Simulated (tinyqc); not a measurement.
From results back to parameters: defect, radiative and Auger recombination at equal electron and hole densities (ABC model). Two cases, with inputs chosen for the exercise.

Problem. The peak efficiency, the current at the peak and the differential lifetime there, tau_p = 1/(Ae + 2 B n_p + 3 C n_p^2), are given; Ae, B and C are hidden. n_p = sqrt(Ae/C), Q = B/sqrt(Ae C), IQE_max = Q/(Q + 2).

J/(e d) = Ae n + B n^2 + C n^3 with Ae = A + 4 S/w (four side walls, carriers spread evenly), e = 1.602176634e-19 C, lengths in cm; internal efficiency IQE = B n^2/(Ae n + B n^2 + C n^3); all injected carriers recombine in the layer.

Find: Q; Ae; n_p; B; C.

Method. Q = 2 IQE/(1 - IQE). At the peak B n = Q Ae and C n^2 = Ae, so 1/tau_p = Ae (4 + 2Q) and J = e d Ae n_p (2 + Q); B and C follow.

Case 1.

Values chosen (out of a larger set: orders of magnitude like those quoted for InP; not measured data): d = 110 nm (active thickness).

IQE_max = 0.979555
J at the peak = 1735.68 A/cm^2
tau_p = 1.24664 ns

Solution.

Q = 95.8
Ae = 4.10e+06 1/s
n_p = 2.46e+18 1/cm^3
B = 1.6e-10 cm^3/s
C = 6.8e-31 cm^6/s

Case 2.

Values chosen (out of a larger set: orders of magnitude like those quoted for InP; not measured data): d = 82 nm (active thickness).

IQE_max = 0.984124
J at the peak = 5271.01 A/cm^2
tau_p = 0.583678 ns

Solution.

Q = 124
Ae = 6.80e+06 1/s
n_p = 4.68e+18 1/cm^3
B = 1.8e-10 cm^3/s
C = 3.1e-31 cm^6/s

Computed by tinyqc, one run a case: `OMP_NUM_THREADS=1 python tinyqc.py N N+1 out.jsonl` with N = 1651661, 1651713; one thread of a shared Intel(R) Xeon(R) Processor @ 2.30GHz, about 0.01 s a run at most.
